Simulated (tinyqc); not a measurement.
## Level and width from two currents at zero temperature

Inverse problem. In a resonant-tunnelling diode at zero temperature a sharp resonance at Er = E0 - alpha V between the emitter band edge and Ef carries J = K (pi/2) G Tp (Ef - Er), K = q^3 mw m0/(2 pi^2 hbar^3) (times 1e-4 for A/cm^2 per eV^2), with G its full width and Tp its peak transmission, G Tp taken as constant, and no back flow. Find G Tp and E0.

Values chosen for this exercise; masses and offsets of a made-up heterostructure: mass in the well, spacer and contacts mw = 0.035 m0; Fermi energy of both contacts above their band edges Ef = 0.11 eV; share of the bias at the well alpha = 0.31.

Constants: q = 1.602176634e-19 C, hbar = 1.054571817e-34 J s, m0 = 9.1093837015e-31 kg. Results are converted to the units shown.

J at V = 0.23 and 0.48 V (kA/cm^2): 6.0303849  36.576452

Answer. J is linear in V: the slope gives G Tp, and the onset V0, where the line meets zero, gives E0 = Ef + alpha V0.

G Tp = 0.443 meV
E0 = 0.166 eV

Numbers from tinyqc (`OMP_NUM_THREADS=1 python tinyqc.py 2600052 2600053 out.jsonl`; about 0.3 s on one thread of a shared Intel Xeon 2.30GHz).
